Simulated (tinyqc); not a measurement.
Equilibrium crystal shape, supported particles, Gibbs-Thomson effect and coarsening. Changing the work of adhesion W_a. Computed by tinyqc, a small Python program. Command: `OMP_NUM_THREADS=1 python tinyqc.py 3002106 3002107 out.jsonl wulff sweep`. One thread of a shared host (Intel(R) Xeon(R) Processor @ 2.30GHz), about 0.1 s of CPU time with the checks.

A cubic crystal bounded by {100}, {110} and {111} facets only.

Inputs (values chosen for the exercise, modelled on silver): atomic volume Omega = 17.05 angstrom^3; atoms in the particle N = 15000.

Surface energies: given.

surface energies gamma(100), gamma(110), gamma(111) (J/m^2): 1.12  1.18  1.02

Constants: e = 1.602176634e-19 C.

Method:
- The energies and Omega are given.
- Wulff construction: the facet planes lie at distances lambda gamma from the centre, and the shape is the region inside all of them; V = (1/3) sum of area x distance. gamma_mean = sum A gamma / sum A; shape factor eta = A/V^(2/3) (4.836 for a sphere). lambda follows from V = N Omega.
- Winterbottom: the particle sits on its largest facet family, {111}, with energy gamma_f; the substrate plane cuts the shape at the distance lambda (gamma_f - W_a) below the centre. Height over that of the free particle at the same lambda = (2 gamma_f - W_a)/(2 gamma_f). An isotropic particle with gamma_mean has cos(theta) = W_a/gamma_mean - 1 (Young-Dupre); a film dewets into particles whenever W_a < 2 gamma.

One run for each value:

| work of adhesion W_a (J/m^2) | relative height | contact angle theta (degrees) |
|---|---|---|
| 0.10 | 0.95098 | 154.97 |
| 0.39 | 0.80882 | 129.32 |
| 0.67 | 0.67157 | 111.76 |
| 0.96 | 0.52941 | 95.65 |
| 1.20 | 0.41176 | 82.70 |
| 1.50 | 0.26471 | 65.87 |
| 1.80 | 0.11765 | 46.33 |

Describe and explain the trends.

Over the rows, relative height falls from 0.951 to 0.118; contact angle theta (degrees) falls from 155 to 46.3. The height and cos(theta) are both linear in W_a: adhesion sinks the particle into the substrate plane. Left out: 2.10, 2.40 (the particle wets the substrate completely).

Extremes, crossings and ranges named in words are read from the listed rows.
